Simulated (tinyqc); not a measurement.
Electromigration in a confined line: Blech product, Korhonen stress evolution and Black's law: one step, computed by the program tinyqc. Command: `OMP_NUM_THREADS=1 python tinyqc.py 3029302 3029303 out.jsonl emigr walk`. One thread of a shared host (Intel(R) Xeon(R) Processor @ 2.30GHz), about 0.02 s of CPU time with the checks.

The electron wind pushes atoms from the cathode (x = 0) to the anode (x = L); blocking ends build a back stress (tension positive). The input rho is taken not to change with temperature. d sigma/dt = d/dx [kappa (d sigma/dx + G)], with zero flux at both ends and sigma = 0 at t = 0.

Task: Time to nucleate a void. sigma(x, t) = G L [1/2 - x/L - 4 sum_(m odd) cos(m pi x/L) exp(-m^2 pi^2 s)/(m pi)^2], s = t/tau, summed to m = 399. Solve sigma(0, t) = sigma_c for s; the semi-infinite estimate is t = (pi/kappa) ((sigma_c)/(2 G))^2.

Inputs (values chosen for the exercise, close to those used for aluminium lines): critical stress sigma_c = 400 MPa; line length L = 180 um; test temperature T = 330 C.

Start: stress-free.

stress gradient G = 68.47973 MPa/um

tau = 1.669999 h

kappa = 5.389226e-12 m^2/s

Give: nucleation time; semi-infinite estimate.

Result:

nucleation time = 0.001381 h

semi-infinite estimate = 0.001381 h

The two agree: the void nucleates before the far end is felt, so the time scales as 1/j^2 and not with L.
